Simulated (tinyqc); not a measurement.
Sheet resistance and Hall data of a diffused or implanted layer: one step, computed by the program tinyqc. Command: `OMP_NUM_THREADS=1 python tinyqc.py 3028481 3028482 out.jsonl layer walk`. One thread of a shared host (Intel(R) Xeon(R) Processor @ 2.30GHz), about 0.01 s of CPU time with the checks.

Carriers are taken equal to the net active doping down to the junction (full ionisation, which deep dopants in wide-gap hosts do not reach; no spill-over, no depletion), and the Hall factor is 1.

Task: What the probes read. Collinear four-point probe on a large thin layer: V = I R_s ln(2)/pi. Van der Pauw on a symmetric sample: R = R_s ln(2)/pi as well. Hall voltage V_H = I B/(e x Hall sheet density); tangent of the Hall angle V_H/(I R_s).

Inputs (values chosen for the exercise, modelled on nitrogen in 4H-SiC): probe current I = 0.5 mA; magnetic field B = 0.5 T.

Profile: Gaussian at the surface. Activation: complete.

sheet resistance R_s = 168.5003 ohm

Hall sheet density = 3.085319e+14 1/cm^2

Constants: e = 1.602176634e-19 C.

Give: four-point voltage; Hall voltage; tangent of the Hall angle.

Result:

four-point voltage = 18.589 mV

Hall voltage = 0.50574 mV

tangent of the Hall angle = 0.0060029
